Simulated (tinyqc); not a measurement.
# From I_sub/I_D back to junction depth x_j

Model: lateral field, substrate current, probability of reaching the oxide barrier and hot-carrier lifetime of a silicon transistor (pseudo-two-dimensional and lucky-electron models). Computed by tinyqc, a small Python program. Command: `OMP_NUM_THREADS=1 python tinyqc.py 3007548 3007549 out.jsonl hotcar inv`. One thread of a shared host (Intel(R) Xeon(R) Processor @ 2.30GHz), about 0.01 s of CPU time with the checks.

Local-field models: a lucky carrier gains its energy at the peak field over a path free of collisions. Voltages are magnitudes.

Inputs (values chosen for the exercise, modelled on a silicon n-channel):

| quantity | value | unit |
|---|---|---|
| channel length L | 1400 | nm |
| oxide thickness t | 25 | nm |
| mobility mu | 410 | cm^2/(V s) |
| saturation velocity v_s | 0.85 | 1e7 cm/s |
| threshold voltage V_T | 0.76 | V |
| gate voltage V_G | 4.4 | V |
| drain voltage V_D | 7.8 | V |
| ionisation prefactor A_i | 1.9e+06 | 1/cm |
| ionisation field B_i | 1.68 | MV/cm |
| hot-carrier mean free path lambda | 7.4 | nm |
| oxide barrier phi_b | 3.1 | eV |
| interface-trap threshold phi_it | 3.7 | eV |
| lifetime constant H | 900 | s microampere/micrometre |
| length of the depleted extension L_n | 99 | nm |

Drain: lightly doped extension.

Constants: eps_0 = 8.8541878128e-12 F/m.

Method:
- C_ox = 3.9 eps_0/t; F_sat = 2 v_s/mu; V_Dsat = V_ov F_sat L/(V_ov + F_sat L), V_ov = V_G - V_T; I_D/W = C_ox v_s (V_ov - V_Dsat).
- Scale length l = 0.22 t^(1/3) x_j^(1/2) (all in cm); F_m = sqrt(((V_D - V_Dsat)/l_e)^2 + F_sat^2), with l_e = l + L_n; length of the velocity-saturated region l_e ln((V_D - V_Dsat)/(l_e F_sat) + F_m/F_sat).
- Substrate current I_sub/I_D = (A_i/B_i)(V_D - V_Dsat) exp(-B_i/F_m); probability of reaching the oxide barrier exp(-phi_b/(e lambda F_m)); lifetime tau = (H/(I_D/W)) exp(phi_it/(e lambda F_m)).

Question. A run gave the result below. Find the junction depth x_j, known to lie between 240 and 550 nm.

I_sub/I_D = 0.002865832

Answer.

Each step takes the trial c = (a f_b - b f_a)/(f_b - f_a), f being the result less the target and a, b, c the logarithms of the listed values; c replaces end b, the old b replaces a if the sign of f changed, and otherwise f_a is halved.

Scan of the range:

| junction depth x_j (nm) | I_sub/I_D |
|---|---|
| 240 | 0.00430697 |
| 276 | 0.00317884 |
| 316 | 0.00232301 |
| 363 | 0.00164942 |
| 417 | 0.00114497 |
| 479 | 0.00077627 |
| 550 | 0.00051393 |

False position (Illinois rule, in the logarithm of the input) inside the bracket:

| step | end a | end b | trial | I_sub/I_D |
|---|---|---|---|---|
| 1 | 276.000 | 316.000 | 290.006 | 0.00284081 |
| 2 | 276.000 | 290.006 | 288.034 | 0.00288562 |
| 3 | 290.006 | 288.034 | 288.903 | 0.00286576 |
| 4 | 288.034 | 288.903 | 288.900 | 0.00286583 |
| 5 | 288.034 | 288.900 | 288.900 | 0.00286583 |
| 6 | 288.900 | 288.900 | 288.900 | 0.00286583 |

I_sub/I_D falls at every point of a 13-point scan of the range (every second point is shown), so one value fits; it is bracketed by 276 and 316. Answer: junction depth x_j = 288.9 nm.
